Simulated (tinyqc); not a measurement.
# Donor in an ellipsoidal valley (Kohn-Luttinger variational method), step by step

A worked calculation. Computed by tinyqc, a small Python program that keeps every step. Command: `OMP_NUM_THREADS=1 python tinyqc.py 3022073 3022074 out.jsonl kohnlutt walk`. One thread of a shared host (Intel(R) Xeon(R) Processor @ 2.30GHz), about 0.04 s of CPU time with the checks. Intermediate numbers are printed to about 6 digits and carried at full precision; extremes and crossings named in words are read from the listed rows.

H = -(d^2/dx^2 + d^2/dy^2) - gamma d^2/dz^2 - 2/r in units built on m_t, with gamma = m_t/m_l and z along the valley axis. One valley; no valley-orbit or central-cell term.

Inputs (values chosen for the exercise, for a model semiconductor):
```
quantity                      value  unit
transverse mass m_t           0.225   m_0
longitudinal mass m_l          5.06   m_0
dielectric constant eps        9.82     -
trial ratio b/a                0.41     -
observed depth chosen for 1s   95.8   meV
```

Constants: Ry = 13.605693123 eV; a_0 = 0.529177210903 angstrom; h x 1 THz = 4.135667696 meV.

## Effective units

Ry* = Ry m_t/eps^2, a* = a_0 eps/m_t, gamma = m_t/m_l.

Ry* = 31.7454 meV

a* = 23.0956 angstrom

gamma = 0.0444664

## Energy at a trial ratio

Trial function exp(-sqrt((x^2 + y^2)/a^2 + z^2/b^2)) with beta = b/a < 1: E = t/a^2 - u/a, t = (2 + gamma/beta^2)/3, u = 2 arcsin(sqrt(1 - beta^2))/sqrt(1 - beta^2); the best a is 2 t/u and E(beta) = -u^2/(4 t).

t = 0.754841

u = 2.51806

best a = 0.599542 a*

E(beta) = -2.09998 Ry*

## Minimum over the ratio

Golden-section search on beta from 0.05 to 0.999, 60 steps.

Search, first ten steps; c and d are the inner points:
```
step       low      high         c  E(c) (Ry*)         d  E(d) (Ry*)
1     0.050000  0.999000  0.412486    -2.09812  0.636514    -1.85465
2     0.050000  0.636514  0.274029    -2.09268  0.412486    -2.09812
3     0.274029  0.636514  0.412486    -2.09812  0.498057    -2.01625
4     0.274029  0.498057  0.359600    -2.12729  0.412486    -2.09812
5     0.274029  0.412486  0.326914    -2.12996  0.359600    -2.12729
6     0.274029  0.359600  0.306714    -2.12301  0.326914    -2.12996
7     0.306714  0.359600  0.326914    -2.12996  0.339399    -2.13073
8     0.326914  0.359600  0.339399    -2.13073  0.347115    -2.13005
9     0.326914  0.347115  0.334630    -2.13072  0.339399    -2.13073
10    0.334630  0.347115  0.339399    -2.13073  0.342346    -2.13057
```

best beta = 0.337114

radius a of the 1s trial function = 14.1259 angstrom

radius b of the 1s trial function = 4.76204 angstrom

1s binding energy, trial function = 67.6420 meV

The envelope is flattened along the heavy axis; beta is close to gamma^(1/3) = 0.354.

## Levels from a Gaussian basis

Gaussian basis: g = P exp(-al (x^2 + y^2) - be z^2) with P = 1 (s-like), z (2p0) or x (2p+-); al = 0.004 x 2.6^k, k = 0..11, and be/al = 1, gamma^(-1/2) or 1/gamma (36 functions); 1/r = (2/sqrt(pi)) int exp(-t^2 r^2) dt by 48 Gauss-Legendre points after t = sqrt(al_i + al_j) tan(theta); overlap eigenvalues below 1e-10 are dropped.

1s binding energy, Gaussian basis = 68.0506 meV

2p0 binding energy = 33.8384 meV

2p+- binding energy = 11.7947 meV

The two-parameter trial function recovers 99.40 % of the 1s binding of the larger basis. 2p0, with its lobes along the heavy axis, is bound 2.87 times as strongly as 2p+-. Caution: the short radius is only a few bond lengths, so the envelope approximation is rough.

## Optical lines and the chemical shift

With an observed depth of 1s, the lines are 1s -> 2p0 = depth - E(2p0) and 1s -> 2p+- = depth - E(2p+-); the chemical shift is depth - E(1s, Gaussian basis); 1 meV = 1 THz/4.135667696.

line 1s -> 2p0 = 61.9616 meV

line 1s -> 2p+- = 84.0053 meV

chemical shift = 27.7494 meV

frequency of the line 1s -> 2p+- = 20.3124 THz

The spacing of the two lines, 22.044 meV, does not depend on the depth, so it is the same for every donor in this host.

## Which single mass stands for the valley

A hydrogenic level is Ry m/eps^2 for one mass m; errors are against the Gaussian basis.

1s binding energy:
```
rule                                      mass (m_0)  binding (meV)  error (%)
transverse mass                              0.22500         31.745    -53.350
conductivity mass 3/(2/m_t + 1/m_l)          0.33016         46.582    -31.547
density-of-states mass (m_t^2 m_l)^(1/3)     0.63509         89.606     31.675
longitudinal mass                            5.06000        713.918    949.098
trial function with a and b                        -         67.642     -0.600
mass that fits 1s                            0.48232         68.051      0.000
```

The conductivity mass, which is what a spherical trial function (a = b) gives, falls short by 31.5 %, as a restricted variational bound must; the density-of-states mass is off by +31.7 %. The mass that fits lies between the two.

## Levels against anisotropy

The trial energy is minimised over beta by golden section from 0.05 to 0.999, 60 steps.

Binding energies (Ry*):
```
gamma  1s, trial  1s, Gaussians      2p0      2p+-
0.022    2.36664        2.38793  1.32602  0.388088
0.044    2.13444        2.14743  1.06972  0.371819
0.067    1.98516        1.99404  0.92236  0.360075
0.130    1.74116        1.74535  0.70945  0.338526
0.360    1.36088        1.36158  0.44100  0.298156
0.730    1.10714        1.10716  0.30066  0.265492
```

As gamma falls from 0.73 to 0.022, 1s deepens from 1.107 to 2.388 Ry*, on the way from the hydrogen value 1 to the two-dimensional limit 4; 2p+- moves from 0.265 to 0.388 (limits 1/4 and 4/9), while 2p0 climbs from 0.301 to 1.326 and joins 1s as gamma tends to 0.

Checks made by the program: the Gaussian basis at gamma = 1 against 1, 1/4 and 1/4 Ry* (relative difference 3e-05); trial function against Gaussian basis (relative difference 6e-03).
